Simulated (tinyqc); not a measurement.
Zigzag graphene nanoribbon in tight binding, step by step. Values are carried at full precision from step to step, so a last printed digit may differ when a step is redone from the rounded ones.

A zigzag ribbon of N chains, sites A1, B1, A2, ..., BN across it. For each k it is a chain with bonds -2t cos(k/2) (A_n to B_n) and -t (B_n to A_(n+1)), and +D, -D on A and B. A1 and BN are the edge sites; the Dirac points project to k = 2 pi/3.

Values chosen for the exercise (near those used for graphene; shifted at random, so the results belong to these values and not to a real crystal): t = 3 eV (hopping); N = 3 (zigzag chains); D = 0 eV (sublattice potential, +D on A and -D on B); k = 2.56 (k times the period sqrt3 acc); acc = 1.42 angstrom (bond length).

## The chain at this k

Form the k-dependent bond and the matrix.

2 cos(k/2) = 0.57343

H(k) (eV), lower triangle:
```
         A1       B1       A2       B2       A3  B3
A1        0
B1  -1.7203        0
A2        0  -3.0000        0
B2        0        0  -1.7203        0
A3        0        0        0  -3.0000        0
B3        0        0        0        0  -1.7203   0
```

An edge state of the finite ribbon needs 2 cos(k/2) < N/(N + 1) = 0.7500: it exists here.

## Levels and where the middle pair lives

Diagonalise H; average the weights of the two middle levels.

levels (eV): -4.2516  -2.9388  -0.4075  0.4075  2.9388  4.2516

weights: A1 0.371, B1 0.021, A2 0.109, B2 0.109, A3 0.021, B3 0.371

The two edge sites hold 74.1 % of the middle pair, against 33.3 % for an even spread.

## The edge state from the half-plane solution

On a half plane the state lives on one sublattice with amplitudes (-x)^n, x = 2 cos(k/2): weight 1 - x^2 on the edge site, decay length -1.5 acc/ln x of the amplitude. The two edges mix to |E| = sqrt(D^2 + e^2), e about t x^N (1 - x^2).

edge weight = 0.6712
decay length = 3.830 angstrom
e = 0.3797 eV
|E| = 0.3797 eV

Diagonalising the chain of 6 sites gives |E| = 0.4075 eV; the estimate is -6.8 % from it, since it drops terms of order x^(2N).

## Checks

- Level at k = pi next to the edge pair against sqrt(t^2 + D^2): both 3.00000.

Run: tinyqc, `OMP_NUM_THREADS=1 python tinyqc.py 1450328 1450329 out.jsonl`; Intel(R) Xeon(R) Processor @ 2.30GHz, one thread, shared host; about 0.01 s of CPU time with all checks.
